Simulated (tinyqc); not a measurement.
Localisation length against disorder: localisation in a chain with random site energies (transfer matrices).

Hopping -t; leads with site energy 0, E = -2t cos(ka). psi_(j+1) = ((e_j - E)/t) psi_j - psi_(j-1), a product of matrices M_j = [[(e_j - E)/t, -1], [1, 0]]. For M = M_N ... M_1 the transmission is T = 4 sin^2(ka)/|M21 - M12 + M22 exp(ika) - M11 exp(-ika)|^2. Long samples draw e_j = W (x_j/2147483647 - 1/2) from x_j = 16807 x_(j-1) mod 2147483647, starting at x0. The localisation length xi, in sites, is defined by ln T = -2N/xi on average; weak disorder gives xi = 24 (4t^2 - E^2)/W^2, and the mean free path for backscattering is xi/2.

Numerical xi = N/ln sqrt(psi_(N+1)^2 + psi_N^2) for N = 20000 sites from psi_1 = 1, psi_0 = 0; its statistical error is about xi sqrt(xi/N).

Parameters, chosen for this exercise: t = 1.85 eV (hopping); E = -2.25 eV (energy); x0 = 2144 (start of the number sequence).

The same number sequence scaled by W.

xi (sites):
```
W/t   W (eV)  numerical  error  weak disorder  strong: 1/(ln(W/2t) - 1)
1.0    1.850     60.874  3.358         60.500                         -
1.5    2.775     26.929  0.988         26.889                         -
2.0    3.700     14.144  0.376         15.125                         -
3.0    5.550      6.854  0.127          6.722                         -
4.0    7.400      4.401  0.065          3.781                         -
6.0   11.100      2.507  0.028          1.681                         -
10.0  18.500      1.365  0.011          0.605                     1.641
16.0  29.600      0.888  0.006          0.236                     0.926
```

What can be read from this table?

At W = t the numerical value is 60.9 +/- 3.4 against 60.5, and at 2t 14.14 +/- 0.38 against 15.12. The weak-disorder formula is within 15 % for W/t = 1, 1.5, 2, 3 and 4; at W = 16t it gives 0.24 and the strong-disorder form 0.93, against 0.89. All states of the chain are localised; disorder only sets the length.

(tinyqc, `OMP_NUM_THREADS=1 python tinyqc.py 1480081 1480082 out.jsonl`, Intel(R) Xeon(R) Processor @ 2.30GHz, 1 thread, shared host, about 0.08 s.)
